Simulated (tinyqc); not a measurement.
CIS and TDHF on RHF in the sto-3g basis, frozen core, for BeH2, spin multiplicity 1, step by step. Computed by tinyqc, a small Python program that keeps every step (integrals from PySCF). Settings: charge = 0, multiplicity = 1, basis = sto-3g, method = RHF, frozen orbitals = 1, energy threshold = 1e-10, iteration cap = 50, orthogonalisation = symmetric, start = atomic densities, DIIS depth = 6, TDHF = 1. Command: `OMP_NUM_THREADS=1 python tinyqc.py 28436 28437 out.jsonl` (the two numbers bound the seeds that draw the settings). One thread of a shared host (Intel(R) Xeon(R) Processor @ 2.60GHz), about 0.09 s of CPU time with the checks. The early iterations of the SCF are left out here.

## One-electron integrals

Geometry (angstrom):
```
atom,x,y,z
Be,0.0000,0.0000,0.0000
H,0.0000,1.2610,0.1210
H,0.0000,-1.3020,0.1250
```

Basis sto-3g: exponents (1/bohr^2) and contraction coefficients of normalised primitives:
```
element,l (shell),exponent,coefficient
Be,s (1),30.1679,0.1543
Be,s (1),5.4951,0.5353
Be,s (1),1.4872,0.4446
Be,s (2),1.3148,-0.1000
Be,s (2),0.3055,0.3995
Be,s (2),0.0994,0.7001
Be,p (3),1.3148,0.1559
Be,p (3),0.3055,0.6077
Be,p (3),0.0994,0.3920
H,s (1),3.4253,0.1543
H,s (1),0.6239,0.5353
H,s (1),0.1689,0.4446
```

Overlap, kinetic and nuclear-attraction integrals over the contracted functions; the nuclear repulsion is the sum of Za Zb / Rab.

nuclear repulsion = 3.495684 hartree

overlap S:
```
,1Be 1s,1Be 2s,1Be 2px,1Be 2py,1Be 2pz,2H 1s,3H 1s
1Be 1s,1.0000,0.2595,0.0000,0.0000,0.0000,0.0817,0.0746
1Be 2s,0.2595,1.0000,0.0000,0.0000,0.0000,0.4898,0.4730
1Be 2px,0.0000,0.0000,1.0000,0.0000,0.0000,0.0000,0.0000
1Be 2py,0.0000,0.0000,0.0000,1.0000,0.0000,0.5429,-0.5322
1Be 2pz,0.0000,0.0000,0.0000,0.0000,1.0000,0.0521,0.0511
2H 1s,0.0817,0.4898,0.0000,0.5429,0.0521,1.0000,0.0440
3H 1s,0.0746,0.4730,0.0000,-0.5322,0.0511,0.0440,1.0000
```

kinetic energy T (hartree):
```
,1Be 1s,1Be 2s,1Be 2px,1Be 2py,1Be 2pz,2H 1s,3H 1s
1Be 1s,6.6940,-0.0330,0.0000,0.0000,0.0000,-0.0167,-0.0166
1Be 2s,-0.0330,0.2111,0.0000,0.0000,0.0000,0.0810,0.0742
1Be 2px,0.0000,0.0000,0.6606,0.0000,0.0000,0.0000,0.0000
1Be 2py,0.0000,0.0000,0.0000,0.6606,0.0000,0.2181,-0.2039
1Be 2pz,0.0000,0.0000,0.0000,0.0000,0.6606,0.0209,0.0196
2H 1s,-0.0167,0.0810,0.0000,0.2181,0.0209,0.7600,-0.0103
3H 1s,-0.0166,0.0742,0.0000,-0.2039,0.0196,-0.0103,0.7600
```

nuclear attraction V (hartree):
```
,1Be 1s,1Be 2s,1Be 2px,1Be 2py,1Be 2pz,2H 1s,3H 1s
1Be 1s,-15.3834,-2.1126,0.0000,-0.0012,-0.0037,-0.6669,-0.6071
1Be 2s,-2.1126,-3.0736,0.0000,-0.0050,-0.0296,-1.4939,-1.4233
1Be 2px,0.0000,0.0000,-2.9735,0.0000,0.0000,0.0000,0.0000
1Be 2py,-0.0012,-0.0050,0.0000,-3.2164,-0.0004,-1.6219,1.5663
1Be 2pz,-0.0037,-0.0296,0.0000,-0.0004,-2.9757,-0.1595,-0.1541
2H 1s,-0.6669,-1.4939,0.0000,-1.6219,-0.1595,-3.0862,-0.1545
3H 1s,-0.6071,-1.4233,0.0000,1.5663,-0.1541,-0.1545,-3.0368
```

core Hamiltonian H = T + V (hartree):
```
,1Be 1s,1Be 2s,1Be 2px,1Be 2py,1Be 2pz,2H 1s,3H 1s
1Be 1s,-8.6894,-2.1457,0.0000,-0.0012,-0.0037,-0.6835,-0.6238
1Be 2s,-2.1457,-2.8625,0.0000,-0.0050,-0.0296,-1.4129,-1.3491
1Be 2px,0.0000,0.0000,-2.3129,0.0000,0.0000,0.0000,0.0000
1Be 2py,-0.0012,-0.0050,0.0000,-2.5558,-0.0004,-1.4038,1.3625
1Be 2pz,-0.0037,-0.0296,0.0000,-0.0004,-2.3151,-0.1386,-0.1346
2H 1s,-0.6835,-1.4129,0.0000,-1.4038,-0.1386,-2.3261,-0.1647
3H 1s,-0.6238,-1.3491,0.0000,1.3625,-0.1346,-0.1647,-2.2767
```

## Two-electron integrals

Functions are numbered as in S; the eight-fold symmetry (ij|kl) = (ji|kl) = (kl|ij) leaves the list below.

Two-electron integrals (ij|kl) in chemists' order, unique and non-zero (hartree):
```
i,j,k,l,(ij|kl)
1,1,1,1,2.2988
2,1,1,1,0.3920
2,1,2,1,0.0795
2,2,1,1,0.5710
2,2,2,1,0.1430
2,2,2,2,0.4177
3,1,3,1,0.0146
3,2,3,1,0.0219
3,2,3,2,0.0923
3,3,1,1,0.5696
3,3,2,1,0.1431
3,3,2,2,0.4176
3,3,3,3,0.4499
4,1,4,1,0.0146
4,2,4,1,0.0219
4,2,4,2,0.0923
4,3,4,3,0.0242
4,4,1,1,0.5696
4,4,2,1,0.1431
4,4,2,2,0.4176
4,4,3,3,0.4014
4,4,4,4,0.4499
5,1,5,1,0.0146
5,2,5,1,0.0219
5,2,5,2,0.0923
5,3,5,3,0.0242
5,4,5,4,0.0242
5,5,1,1,0.5696
5,5,2,1,0.1431
5,5,2,2,0.4176
5,5,3,3,0.4014
5,5,4,4,0.4014
5,5,5,5,0.4499
6,1,1,1,0.1226
6,1,2,1,0.0248
6,1,2,2,0.0449
6,1,3,3,0.0445
6,1,4,1,0.0022
6,1,4,2,0.0041
6,1,4,4,0.0456
6,1,5,1,2.15e-04
6,1,5,2,3.98e-04
6,1,5,4,9.69e-05
6,1,5,5,0.0446
6,1,6,1,0.0081
6,2,1,1,0.2487
6,2,2,1,0.0630
6,2,2,2,0.1946
6,2,3,3,0.1878
6,2,4,1,0.0083
6,2,4,2,0.0467
6,2,4,4,0.2078
6,2,5,1,0.0008
6,2,5,2,0.0045
6,2,5,4,0.0019
6,2,5,5,0.1880
6,2,6,1,0.0217
6,2,6,2,0.1260
6,3,3,1,0.0064
6,3,3,2,0.0282
6,3,4,3,0.0085
6,3,5,3,0.0008
6,3,6,3,0.0130
6,4,1,1,0.2495
6,4,2,1,0.0640
6,4,2,2,0.2078
6,4,3,3,0.1955
6,4,4,1,0.0136
6,4,4,2,0.0734
6,4,4,4,0.2318
6,4,5,1,0.0007
6,4,5,2,0.0043
6,4,5,4,0.0027
6,4,5,5,0.1957
6,4,6,1,0.0232
6,4,6,2,0.1542
6,4,6,4,0.1974
6,5,1,1,0.0239
6,5,2,1,0.0061
6,5,2,2,0.0199
6,5,3,3,0.0188
6,5,4,1,0.0007
6,5,4,2,0.0043
6,5,4,4,0.0206
6,5,5,1,0.0064
6,5,5,2,0.0286
6,5,5,4,0.0087
6,5,5,5,0.0204
6,5,6,1,0.0022
6,5,6,2,0.0148
6,5,6,4,0.0177
6,5,6,5,0.0147
6,6,1,1,0.4125
6,6,2,1,0.1064
6,6,2,2,0.3639
6,6,3,3,0.3377
6,6,4,1,0.0180
6,6,4,2,0.1247
6,6,4,4,0.4153
6,6,5,1,0.0017
6,6,5,2,0.0120
6,6,5,4,0.0074
6,6,5,5,0.3384
6,6,6,1,0.0380
6,6,6,2,0.2883
6,6,6,4,0.3775
6,6,6,5,0.0362
6,6,6,6,0.7746
7,1,1,1,0.1117
7,1,2,1,0.0226
7,1,2,2,0.0410
7,1,3,3,0.0407
7,1,4,1,-0.0020
7,1,4,2,-0.0038
7,1,4,4,0.0416
7,1,5,1,1.95e-04
7,1,5,2,3.63e-04
7,1,5,4,-8.81e-05
7,1,5,5,0.0407
7,1,6,1,0.0068
7,1,6,2,0.0167
7,1,6,4,0.0162
7,1,6,5,0.0017
7,1,6,6,0.0276
7,1,7,1,0.0068
7,2,1,1,0.2361
7,2,2,1,0.0598
7,2,2,2,0.1862
7,2,3,3,0.1795
7,2,4,1,-0.0078
7,2,4,2,-0.0452
7,2,4,4,0.1991
7,2,5,1,0.0008
7,2,5,2,0.0043
7,2,5,4,-0.0019
7,2,5,5,0.1797
7,2,6,1,0.0174
7,2,6,2,0.0682
7,2,6,4,0.0649
7,2,6,5,0.0079
7,2,6,6,0.1172
7,2,7,1,0.0188
7,2,7,2,0.1170
7,3,3,1,0.0059
7,3,3,2,0.0266
7,3,4,3,-0.0081
7,3,5,3,0.0008
7,3,6,3,0.0058
7,3,7,3,0.0118
7,4,1,1,-0.2403
7,4,2,1,-0.0617
7,4,2,2,-0.2016
7,4,3,3,-0.1897
7,4,4,1,0.0129
7,4,4,2,0.0708
7,4,4,4,-0.2250
7,4,5,1,-0.0007
7,4,5,2,-0.0042
7,4,5,4,0.0026
7,4,5,5,-0.1899
7,4,6,1,-0.0171
7,4,6,2,-0.0662
7,4,6,4,-0.0593
7,4,6,5,-0.0075
7,4,6,6,-0.1106
7,4,7,1,-0.0204
7,4,7,2,-0.1450
7,4,7,4,0.1873
7,5,1,1,0.0231
7,5,2,1,0.0059
7,5,2,2,0.0194
7,5,3,3,0.0182
7,5,4,1,-0.0007
7,5,4,2,-0.0042
7,5,4,4,0.0200
7,5,5,1,0.0060
7,5,5,2,0.0270
7,5,5,4,-0.0083
7,5,5,5,0.0198
7,5,6,1,0.0018
7,5,6,2,0.0080
7,5,6,4,0.0075
7,5,6,5,0.0067
7,5,6,6,0.0141
7,5,7,1,0.0020
7,5,7,2,0.0139
7,5,7,4,-0.0169
7,5,7,5,0.0134
7,6,1,1,0.0280
7,6,2,1,0.0069
7,6,2,2,0.0194
7,6,3,3,0.0191
7,6,4,1,-1.18e-05
7,6,4,2,-9.24e-05
7,6,4,4,0.0200
7,6,5,1,1.66e-04
7,6,5,2,0.0008
7,6,5,4,-5.43e-06
7,6,5,5,0.0191
7,6,6,1,0.0022
7,6,6,2,0.0093
7,6,6,4,0.0100
7,6,6,5,0.0012
7,6,6,6,0.0178
7,6,7,1,0.0020
7,6,7,2,0.0090
7,6,7,4,-0.0099
7,6,7,5,0.0012
7,6,7,6,0.0009
7,7,1,1,0.4003
7,7,2,1,0.1033
7,7,2,2,0.3570
7,7,3,3,0.3312
7,7,4,1,-0.0171
7,7,4,2,-0.1224
7,7,4,4,0.4078
7,7,5,1,0.0016
7,7,5,2,0.0118
7,7,5,4,-0.0074
7,7,5,5,0.3319
7,7,6,1,0.0295
7,7,6,2,0.1206
7,7,6,4,0.1115
7,7,6,5,0.0143
7,7,6,6,0.2064
7,7,7,1,0.0336
7,7,7,2,0.2767
7,7,7,4,-0.3663
7,7,7,5,0.0352
7,7,7,6,0.0178
7,7,7,7,0.7746
```

## Orthogonalisation

S = U s U^T; symmetric (Loewdin) form X = U s^(-1/2) U^T, so that X^T S X = 1.

eigenvalues of S: 0.2166  0.3191  0.9243  1.0000  1.0088  1.7367  1.7945

X:
```
,1Be 1s,1Be 2s,1Be 2px,1Be 2py,1Be 2pz,2H 1s,3H 1s
1Be 1s,1.0282,-0.1527,0.0000,0.0006,-0.0018,0.0146,0.0169
1Be 2s,-0.1527,1.2932,0.0000,0.0163,0.0281,-0.3566,-0.3280
1Be 2px,0.0000,0.0000,1.0000,0.0000,0.0000,0.0000,0.0000
1Be 2py,0.0006,0.0163,0.0000,1.4319,0.0014,-0.5015,0.4788
1Be 2pz,-0.0018,0.0281,0.0000,0.0014,1.0030,-0.0374,-0.0350
2H 1s,0.0146,-0.3566,0.0000,-0.5015,-0.0374,1.3676,-0.1202
3H 1s,0.0169,-0.3280,0.0000,0.4788,-0.0350,-0.1202,1.3360
```

## Iteration 7 (converged): orbitals

converged F (hartree):
```
,1Be 1s,1Be 2s,1Be 2px,1Be 2py,1Be 2pz,2H 1s,3H 1s
1Be 1s,-4.5148,-1.2881,0.0000,-0.0003,0.0021,-0.4163,-0.3805
1Be 2s,-1.2881,-0.6422,0.0000,-0.0064,-0.0241,-0.4463,-0.4293
1Be 2px,0.0000,0.0000,0.2107,0.0000,0.0000,0.0000,0.0000
1Be 2py,-0.0003,-0.0064,0.0000,-0.2562,-0.0008,-0.3421,0.3365
1Be 2pz,0.0021,-0.0241,0.0000,-0.0008,0.2076,-0.0268,-0.0262
2H 1s,-0.4163,-0.4463,0.0000,-0.3421,-0.0268,-0.3461,-0.0626
3H 1s,-0.3805,-0.4293,0.0000,0.3365,-0.0262,-0.0626,-0.3262
```

Diagonalise F' = X^T F X, C = X C', fill 3 alpha and 3 beta electrons from the bottom; D = 2 C_occ C_occ^T. Each column has its largest component positive (the first on a tie).

F' = X^T F X (hartree):
```
,1,2,3,4,5,6,7
1,-4.4055,-0.6836,0.0000,0.0034,0.0031,-0.0846,-0.0675
2,-0.6836,-0.0724,0.0000,0.0077,0.0111,-0.3609,-0.3421
3,0.0000,0.0000,0.2107,0.0000,0.0000,0.0000,0.0000
4,0.0034,0.0077,0.0000,0.2959,0.0005,-0.5080,0.4942
5,0.0031,0.0111,0.0000,0.0005,0.2116,-0.0347,-0.0332
6,-0.0846,-0.3609,0.0000,-0.5080,-0.0347,0.1278,-0.1411
7,-0.0675,-0.3421,0.0000,0.4942,-0.0332,-0.1411,0.1175
```

orbital energies (hartree): MO1 -4.5183, MO2 -0.4656, MO3 -0.4285, MO4 0.2067, MO5 0.2107, MO6 0.4914, MO7 0.9892

coefficients C:
```
,MO1,MO2,MO3,MO4,MO5,MO6,MO7
1Be 1s,0.9917,-0.2267,0.0234,0.0389,0.0000,-0.2098,-0.0035
1Be 2s,0.0316,0.5419,-0.0647,-0.1791,0.0000,1.2632,0.0697
1Be 2px,0.0000,0.0000,0.0000,0.0000,1.0000,0.0000,0.0000
1Be 2py,-0.0001,0.0557,0.5022,0.0006,0.0000,-0.0290,1.5084
1Be 2pz,-0.0001,0.0231,-0.0025,0.9842,0.0000,0.2000,0.0073
2H 1s,-0.0020,0.4371,0.3541,0.0703,0.0000,-0.8265,-1.1229
3H 1s,-0.0026,0.3475,-0.4441,0.0713,0.0000,-0.8640,1.0334
```

D after iteration 7:
```
,1Be 1s,1Be 2s,1Be 2px,1Be 2py,1Be 2pz,2H 1s,3H 1s
1Be 1s,2.0710,-0.1860,0.0000,-0.0019,-0.0107,-0.1856,-0.1835
1Be 2s,-0.1860,0.5978,0.0000,-0.0046,0.0253,0.4277,0.4340
1Be 2px,0.0000,0.0000,0.0000,0.0000,0.0000,0.0000,0.0000
1Be 2py,-0.0019,-0.0046,0.0000,0.5106,0.0001,0.4044,-0.4073
1Be 2pz,-0.0107,0.0253,0.0000,0.0001,0.0011,0.0184,0.0182
2H 1s,-0.1856,0.4277,0.0000,0.4044,0.0184,0.6329,-0.0108
3H 1s,-0.1835,0.4340,0.0000,-0.4073,0.0182,-0.0108,0.6360
```

## Convergence

Stop when the energy changes by less than 1e-10 hartree and every element of the error matrix X^T (F D S - S D F) X is below 3e-06.

Course of the cycle:
```
iteration,E (hartree),change,largest element of the error matrix
1,-15.443381,-,4.46e-01
2,-15.546023,-1.03e-01,9.82e-02
3,-15.559313,-1.33e-02,1.52e-02
4,-15.559812,-4.99e-04,7.19e-04
5,-15.559813,-1.70e-06,1.55e-04
6,-15.559813,-7.18e-08,2.67e-06
7,-15.559813,-1.49e-11,1.66e-07
```

PySCF RHF in the same basis = -15.559813 hartree

Converged in 7 iterations.

## Integrals over molecular orbitals

(pq|rs) = sum C_ip C_jq C_kr C_ls (ij|kl), one index at a time.

one-electron integrals over orbitals h = C^T H C (hartree):
```
,1,2,3,4,5,6,7
1,-8.6777,0.2283,-0.0242,-0.0425,0.0000,0.1853,0.0021
2,0.2283,-2.5037,-0.0090,0.0008,0.0000,-0.1547,-0.0253
3,-0.0242,-0.0090,-2.4617,-0.0014,0.0000,0.0342,-0.2652
4,-0.0425,0.0008,-0.0014,-2.3076,0.0000,-0.0425,-0.0009
5,0.0000,0.0000,0.0000,0.0000,-2.3129,0.0000,0.0000
6,0.1853,-0.1547,0.0342,-0.0425,0.0000,-1.9204,0.0047
7,0.0021,-0.0253,-0.2652,-0.0009,0.0000,0.0047,-1.7822
```

Two-electron integrals over orbitals (pq|rs), unique and non-zero (hartree); the lowest 1 orbital is frozen and left out:
```
p,q,r,s,(pq|rs)
2,2,2,2,0.4134
3,2,2,2,0.0387
3,2,3,2,0.1567
3,3,2,2,0.4091
3,3,3,2,-0.0322
3,3,3,3,0.4471
4,2,2,2,0.0100
4,2,3,2,0.0008
4,2,3,3,0.0087
4,2,4,2,0.0493
4,3,2,2,0.0010
4,3,3,2,0.0088
4,3,3,3,-0.0029
4,3,4,2,-0.0035
4,3,4,3,0.0163
4,4,2,2,0.3709
4,4,3,2,4.09e-04
4,4,3,3,0.3596
4,4,4,2,-0.0195
4,4,4,3,0.0025
4,4,4,4,0.4528
5,2,5,2,0.0495
5,3,5,2,-0.0036
5,3,5,3,0.0155
5,4,5,2,-0.0073
5,4,5,3,0.0008
5,4,5,4,0.0253
5,5,2,2,0.3727
5,5,3,2,3.46e-04
5,5,3,3,0.3603
5,5,4,2,-0.0054
5,5,4,3,0.0009
5,5,4,4,0.4009
5,5,5,5,0.4499
6,2,2,2,-0.0279
6,2,3,2,-0.0116
6,2,3,3,-0.0460
6,2,4,2,-0.0018
6,2,4,3,-1.93e-04
6,2,4,4,0.0451
6,2,5,5,0.0482
6,2,6,2,0.0759
6,3,2,2,-0.0191
6,3,3,2,-0.0918
6,3,3,3,0.0260
6,3,4,2,-1.17e-04
6,3,4,3,-0.0074
6,3,4,4,-0.0083
6,3,5,5,-0.0087
6,3,6,2,-0.0034
6,3,6,3,0.0834
6,4,2,2,0.0041
6,4,3,2,2.72e-04
6,4,3,3,-0.0015
6,4,4,2,0.0428
6,4,4,3,-0.0051
6,4,4,4,-0.0054
6,4,5,5,0.0041
6,4,6,2,0.0154
6,4,6,3,-0.0025
6,4,6,4,0.0467
6,5,5,2,0.0466
6,5,5,3,-0.0056
6,5,5,4,-0.0052
6,5,6,5,0.0502
6,6,2,2,0.4019
6,6,3,2,-0.0058
6,6,3,3,0.4145
6,6,4,2,0.0212
6,6,4,3,-0.0029
6,6,4,4,0.3656
6,6,5,5,0.3706
6,6,6,2,-0.0326
6,6,6,3,0.0089
6,6,6,4,0.0134
6,6,6,6,0.4222
7,2,2,2,-0.0133
7,2,3,2,-0.0449
7,2,3,3,0.0047
7,2,4,2,-0.0026
7,2,4,3,-0.0091
7,2,4,4,0.0063
7,2,5,5,0.0063
7,2,6,2,0.0149
7,2,6,3,0.0587
7,2,6,4,0.0007
7,2,6,6,-0.0022
7,2,7,2,0.0575
7,3,2,2,-0.0080
7,3,3,2,-7.24e-05
7,3,3,3,-0.0226
7,3,4,2,-0.0135
7,3,4,3,0.0025
7,3,4,4,0.0564
7,3,5,5,0.0559
7,3,6,2,0.0688
7,3,6,3,-0.0147
7,3,6,4,0.0048
7,3,6,6,-0.0289
7,3,7,2,0.0060
7,3,7,3,0.0807
7,4,2,2,-0.0052
7,4,3,2,-0.0228
7,4,3,3,0.0052
7,4,4,2,0.0029
7,4,4,3,0.0124
7,4,4,4,-3.71e-04
7,4,5,5,-2.00e-05
7,4,6,2,0.0018
7,4,6,3,0.0134
7,4,6,4,0.0009
7,4,6,6,0.0015
7,4,7,2,0.0033
7,4,7,3,2.64e-04
7,4,7,4,0.0202
7,5,5,2,0.0031
7,5,5,3,0.0135
7,5,5,4,-1.96e-04
7,5,6,5,0.0011
7,5,7,5,0.0164
7,6,2,2,0.0314
7,6,3,2,0.1370
7,6,3,3,-0.0317
7,6,4,2,0.0016
7,6,4,3,0.0102
7,6,4,4,1.53e-04
7,6,5,5,3.85e-04
7,6,6,2,-0.0089
7,6,6,3,-0.0942
7,6,6,4,0.0013
7,6,6,6,-0.0076
7,6,7,2,-0.0574
7,6,7,3,0.0023
7,6,7,4,-0.0199
7,6,7,6,0.1372
7,7,2,2,0.4348
7,7,3,2,0.0107
7,7,3,3,0.4496
7,7,4,2,0.0017
7,7,4,3,0.0006
7,7,4,4,0.3946
7,7,5,5,0.3931
7,7,6,2,-0.0406
7,7,6,3,-0.0021
7,7,6,4,-0.0062
7,7,6,6,0.4386
7,7,7,2,-0.0084
7,7,7,3,-0.0135
7,7,7,4,-0.0012
7,7,7,6,0.0068
7,7,7,7,0.4942
```

## CIS matrix, singlets

A(ia,jb) = (e_a - e_i) d_ij d_ab + 2 (ia|jb) - (ij|ab).

CIS matrix A, singlet (hartree):
```
,2>4,2>5,2>6,2>7,3>4,3>5,3>6,3>7
2>4,0.4002,0.0000,-0.0077,-0.0001,-0.0075,0.0000,-0.0005,-0.0041
2>5,0.0000,0.4026,0.0000,0.0000,0.0000,-0.0076,0.0000,0.0000
2>6,-0.0077,0.0000,0.7069,-0.0016,-0.0007,0.0000,-0.0010,0.0005
2>7,-0.0001,0.0000,-0.0016,1.1350,0.0047,0.0000,-0.0197,0.0013
3>4,-0.0075,0.0000,-0.0007,0.0047,0.3082,0.0000,-0.0134,-0.0002
3>5,0.0000,-0.0076,0.0000,0.0000,0.0000,0.3098,0.0000,0.0000
3>6,-0.0005,0.0000,-0.0010,-0.0197,-0.0134,0.0000,0.6721,0.0023
3>7,-0.0041,0.0000,0.0005,0.0013,-0.0002,0.0000,0.0023,1.1295
```

## CIS singlet states

dipole integrals <i|r|a> (bohr):
```
,x,y,z
2>4,0.0000,0.0037,0.9555
2>5,0.9600,0.0000,0.0000
2>6,0.0000,-0.0872,0.0596
2>7,0.0000,-0.5547,-0.0179
3>4,0.0000,0.0615,-0.1072
3>5,-0.1072,0.0000,0.0000
3>6,0.0000,-1.0726,0.0004
3>7,0.0000,0.0422,-0.1819
```

Diagonalise A (1 hartree = 27.211386 eV); each vector has its largest component positive (the first on a tie). The transition dipole is mu = sqrt2 sum c_ia <i|r|a>.

singlet excitation energies (eV): 8.3554  8.4129  10.8996  10.9725  18.2789  19.2417  30.7316  30.9155

lowest vectors:
```
,state 1,state 2,state 3,state 4,state 5,state 6
2>4,0.0807,0.0000,0.9964,0.0000,-0.0016,-0.0249
2>5,0.0000,0.0808,0.0000,0.9967,0.0000,0.0000
2>6,0.0033,0.0000,0.0247,0.0000,0.0281,0.9993
2>7,-0.0047,0.0000,0.0007,0.0000,0.0429,0.0024
3>4,0.9961,0.0000,-0.0807,0.0000,-0.0362,-0.0002
3>5,0.0000,0.9967,0.0000,-0.0808,0.0000,0.0000
3>6,0.0364,0.0000,-0.0020,0.0000,0.9980,-0.0283
3>7,0.0006,0.0000,0.0056,0.0000,-0.0053,-0.0014
```

oscillator strengths 2/3 w |mu|^2: 0.0006  0.0004  0.4934  0.5012  1.0822  0.0044

## TDHF (RPA) singlet states

B(ia,jb) = 2 (ia|jb) - (ib|ja); the squared energies are the eigenvalues of (A - B)(A + B); 1 hartree = 27.211386 eV.

TDHF matrix B, singlet (hartree):
```
,2>4,2>5,2>6,2>7,3>4,3>5,3>6,3>7
2>4,0.0493,0.0000,-0.0018,-0.0026,-0.0035,0.0000,0.0000,-0.0179
2>5,0.0000,0.0495,0.0000,0.0000,0.0000,-0.0036,0.0000,0.0000
2>6,-0.0018,0.0000,0.0759,0.0149,-0.0003,0.0000,-0.0034,0.0789
2>7,-0.0026,0.0000,0.0149,0.0575,-0.0047,0.0000,0.0485,0.0060
3>4,-0.0035,0.0000,-0.0003,-0.0047,0.0163,0.0000,-0.0074,0.0025
3>5,0.0000,-0.0036,0.0000,0.0000,0.0000,0.0155,0.0000,0.0000
3>6,0.0000,0.0000,-0.0034,0.0485,-0.0074,0.0000,0.0834,-0.0147
3>7,-0.0179,0.0000,0.0789,0.0060,0.0025,0.0000,-0.0147,0.0807
```

squared energies w^2 (hartree^2): 0.0940  0.0954  0.1579  0.1601  0.4416  0.4890  1.2611  1.2844

TDHF energies from the positive w^2 (eV): 8.3437  8.4028  10.8115  10.8882  18.0821  19.0285  30.5583  30.8394

## CIS matrix, triplets

A(ia,jb) = (e_a - e_i) d_ij d_ab - (ij|ab).

CIS matrix A, triplet (hartree):
```
,2>4,2>5,2>6,2>7,3>4,3>5,3>6,3>7
2>4,0.3015,0.0000,-0.0041,0.0052,-0.0004,0.0000,-0.0003,0.0228
2>5,0.0000,0.3036,0.0000,0.0000,0.0000,-0.0003,0.0000,0.0000
2>6,-0.0041,0.0000,0.5551,-0.0314,-0.0003,0.0000,0.0058,-0.1370
2>7,0.0052,0.0000,-0.0314,1.0201,0.0228,0.0000,-0.1370,-0.0107
3>4,-0.0004,0.0000,-0.0003,0.0228,0.2756,0.0000,0.0015,-0.0052
3>5,0.0000,-0.0003,0.0000,0.0000,0.0000,0.2789,0.0000,0.0000
3>6,-0.0003,0.0000,0.0058,-0.1370,0.0015,0.0000,0.5054,0.0317
3>7,0.0228,0.0000,-0.1370,-0.0107,-0.0052,0.0000,0.0317,0.9681
```

## CIS triplet states

Diagonalise A (1 hartree = 27.211386 eV); each vector has its largest component positive (the first on a tie).

triplet excitation energies (eV): 7.4760  7.5881  8.1823  8.2607  12.7647  13.9420  27.4907  28.8070

lowest vectors:
```
,state 1,state 2,state 3,state 4,state 5,state 6
2>4,0.0152,0.0000,0.9992,0.0000,-0.0038,0.0139
2>5,0.0000,0.0140,0.0000,0.9999,0.0000,0.0000
2>6,0.0017,0.0000,-0.0039,0.0000,-0.1246,0.9473
2>7,-0.0358,0.0000,-0.0069,0.0000,0.2285,0.0980
3>4,0.9988,0.0000,-0.0151,0.0000,0.0369,0.0030
3>5,0.0000,0.9999,0.0000,-0.0140,0.0000,0.0000
3>6,-0.0288,0.0000,0.0024,0.0000,0.9606,0.1255
3>7,0.0081,0.0000,-0.0353,0.0000,-0.0898,0.2777
```

## TDHF (RPA) triplet states

B(ia,jb) = - (ib|ja); the squared energies are the eigenvalues of (A - B)(A + B); 1 hartree = 27.211386 eV.

TDHF matrix B, triplet (hartree):
```
,2>4,2>5,2>6,2>7,3>4,3>5,3>6,3>7
2>4,-0.0493,0.0000,0.0018,0.0026,0.0035,0.0000,0.0002,0.0091
2>5,0.0000,-0.0495,0.0000,0.0000,0.0000,0.0036,0.0000,0.0000
2>6,0.0018,0.0000,-0.0759,-0.0149,0.0001,0.0000,0.0034,-0.0587
2>7,0.0026,0.0000,-0.0149,-0.0575,0.0135,0.0000,-0.0688,-0.0060
3>4,0.0035,0.0000,0.0001,0.0135,-0.0163,0.0000,0.0074,-0.0025
3>5,0.0000,0.0036,0.0000,0.0000,0.0000,-0.0155,0.0000,0.0000
3>6,0.0002,0.0000,0.0034,-0.0688,0.0074,0.0000,-0.0834,0.0147
3>7,0.0091,0.0000,-0.0587,-0.0060,-0.0025,0.0000,0.0147,-0.0807
```

squared energies w^2 (hartree^2): 0.0748  0.0775  0.0878  0.0897  0.2047  0.2485  1.0149  1.1158

TDHF energies from the positive w^2 (eV): 7.4447  7.5760  8.0632  8.1493  12.3123  13.5637  27.4134  28.7440
